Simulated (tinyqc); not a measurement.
Band bending at a free surface with a continuum of surface states, surface photovoltage and Kelvin probe: photovoltage against injection.

n-type bulk, xi = Ec - EF = Vt ln(Nc/Nd), p0 = ni^2/Nd, ni = sqrt(Nc Nv) exp(-Eg/(2 Vt)), Eg in volts. b is the upward band bending, u = b/Vt. Space charge per area, in units of q: Qc = sign(b) sqrt((2 eps0 eps_r Vt/q) [(Nd + dn)(exp(-u) - 1) + Nd u + (p0 + dn)(exp(u) - 1)]), with dn the excess density under light (flat quasi-Fermi levels; 0 in the dark). The states hold -Ds (E0 - xi - b): negative while the Fermi level lies above the neutrality level. Neutrality: Qc + Qf + (charge of the states) = 0.

Under chopped light the surface charge keeps its dark value, so b falls to bL with Qc(bL, dn) = Qc(b, 0); the photovoltage is b - bL.

Parameters, values chosen for the exercise; band and dielectric values close to those of germanium: temperature T = 300 K; band gap Eg = 0.672 eV; relative permittivity eps_r = 16.2; conduction-band density of states at T Nc = 1.06e19 cm^-3; valence-band density of states at T Nv = 5.96e18 cm^-3; donor density Nd = 5.3e17 cm^-3; fixed positive charge at the surface Qf = 0 cm^-2; density of surface states Ds = 1.4e14 cm^-2 eV^-1; depth of their neutrality level below the conduction edge E0 = 0.25 eV.

Constants: q = 1.602176634e-19 C, kB = 1.380649e-23 J/K, Vt = kB T/q, eps0 = 8.8541878128e-14 F/cm where lengths are in cm. Results are converted to the units shown.

Photovoltage against injection:
```
dn (cm^-3)    bL (V)  photovoltage (mV)  share of b removed (%)
7e8          0.16436          1.9668e-5               1.1966e-5
6.6e9        0.16436          1.8544e-4               1.1282e-4
6.3e10       0.16436          0.0017700               0.0010769
6e11         0.16435           0.016847                0.010250
5.7e12       0.16420            0.15917                0.096837
5.5e13       0.16290             1.4602                 0.88841
5.2e14       0.15443             9.9358                  6.0450
5e15         0.12895             35.412                  21.545
4.7e16      0.090926             73.438                  44.680
4.5e17      0.049933             114.43                  69.621
4.3e18      0.020039             144.32                  87.808
```

The photovoltage rises from 1.97e-5 to 144 mV, towards the full b = 164 mV. Its steepest rise is 41.8 mV a decade (Vt ln 10 = 59.5 mV), and it reaches 87.8 % of b in the last row: even strong light does not flatten the bands fully, so a saturation reading understates b. For dn = 4.3e18 the injection is high, and a Dember voltage, left out here, adds to the signal.

tinyqc, about 0.01 s, one thread, Intel Xeon 2.30GHz (shared host): `OMP_NUM_THREADS=1 python tinyqc.py 2430130 2430131 out.jsonl`
